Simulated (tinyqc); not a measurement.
Inside a calculation. Method: Hubbard chain of 4 sites. Computed by tinyqc, a small Python program that keeps every step. Settings: hopping = 1.38, U = 3.7, mixing = 0.2, iteration cap = 71. Command: `OMP_NUM_THREADS=1 python tinyqc.py 29743 29744 out.jsonl` (the two numbers bound the seeds that draw the settings). One thread of a shared host (Intel(R) Xeon(R) Processor @ 2.60GHz), about 0.2 s of CPU time with the checks. Later iterations appear only in the table of the cycle.

## Mean-field iteration 1

one-body matrix (hopping and site energies) (eV), order 1, 2, 3, 4:
```
[[0.000000, -1.380000, 0.000000, 0.000000],
 [-1.380000, 0.000000, -1.380000, 0.000000],
 [0.000000, -1.380000, 0.000000, -1.380000],
 [0.000000, 0.000000, -1.380000, 0.000000]]
```

U = 3.700000 eV

electrons, up and down: [2, 2]

mixing = 0.200000

n(up) at the start (a guess, not normalised): [0.550000, 0.450000, 0.550000, 0.450000]

n(down) at the start (a guess): [0.450000, 0.550000, 0.450000, 0.550000]

H(up) = T + U n(down), H(down) = T + U n(up); fill the lowest levels; n(new) = n + mixing (n(out) - n); E = tr T (rho up + rho down) + U sum n_up n_down of the output.

levels, up (eV): [-0.390538, 0.977279, 2.722721, 4.090538]

levels, down (eV): [-0.390538, 0.977279, 2.722721, 4.090538]

energy = -2.500884 eV

n(up) after iteration 1: [0.557621, 0.448166, 0.551834, 0.442379]

n(down) after iteration 1: [0.442379, 0.551834, 0.448166, 0.557621]

## Mean-field iteration 2

As before.

levels, up (eV): [-0.391689, 0.972353, 2.727647, 4.091689]

levels, down (eV): [-0.391689, 0.972353, 2.727647, 4.091689]

energy = -2.507270 eV

n(up) after iteration 2: [0.565627, 0.445627, 0.554373, 0.434373]

n(down) after iteration 2: [0.434373, 0.554373, 0.445627, 0.565627]

## Convergence

Each step fills the lowest levels of T + U n(other spin) and sets n(new) = n + mixing (n(out) - n); stop when output and input agree to 1e-8.

Course of the cycle:
```
iteration       E (eV)  largest |n(out) - n(in)|  mean |n_up - n_down|
1          -2.50088381                  3.81e-02              0.147275
2          -2.50727014                  4.00e-02              0.162179
3          -2.51474109                  4.22e-02              0.178294
4          -2.52340674                  4.46e-02              0.195595
5          -2.53334639                  4.72e-02              0.214020
6          -2.54459420                  4.97e-02              0.233469
7          -2.55712492                  5.23e-02              0.253800
8          -2.57084254                  5.46e-02              0.274828
9          -2.58557514                  5.67e-02              0.296333
10         -2.60107891                  5.84e-02              0.318065
11         -2.61705223                  5.96e-02              0.339766
...                ...                       ...                   ...
61         -2.78324864                  1.02e-03              0.630791
62         -2.78325102                  9.24e-04              0.630974
63         -2.78325296                  8.34e-04              0.631140
64         -2.78325454                  7.52e-04              0.631288
65         -2.78325581                  6.78e-04              0.631422
66         -2.78325685                  6.11e-04              0.631543
67         -2.78325768                  5.51e-04              0.631651
68         -2.78325837                  4.97e-04              0.631749
69         -2.78325892                  4.48e-04              0.631837
70         -2.78325937                  4.03e-04              0.631916
71         -2.78325973                  3.64e-04              0.631987
```

Not converged within 71 iterations: the residual falls steadily but slowly, by a factor of about 0.90 a step. The lowest mean-field energy found from random starts is -2.78326 eV. Reruns (cap 100 unless said): mixing 0.5: converged in 65 (E = -2.78326); mixing 0.9: converged in 33 (E = -2.78326); the original settings with a cap of 400: converged in 172 (E = -2.78326).

## Exact diagonalisation (36 states)

Lowest levels of the sector, and the double occupancy of the lowest state.

lowest levels (eV): [-3.449357, -2.500217, -1.556465, -1.145802, -0.532807, -0.077627]

double occupancy per site = 0.124939

## The lowest level by Lanczos steps

From a random start vector (not printed): a_j = <q_j|H|q_j>, b_j = norm of the remainder after orthogonalising; the Ritz value is the lowest eigenvalue of the tridiagonal matrix of a and b so far.

Lanczos:
```
j   a_j (eV)  b_j (eV)  lowest Ritz value (eV)
1   1.222594  4.599661              1.22259446
2   4.496783  3.737388             -2.02262203
3   2.758141  3.269296             -2.97683940
4   3.412307  3.112895             -3.30311968
5   3.370291  2.901425             -3.40897490
6   3.567265  2.923445             -3.43916859
7   5.013873  3.071869             -3.44589982
8   3.020876  3.609851             -3.44769108
9   4.485458  4.134868             -3.44853850
10  4.958601  3.172569             -3.44905201
```
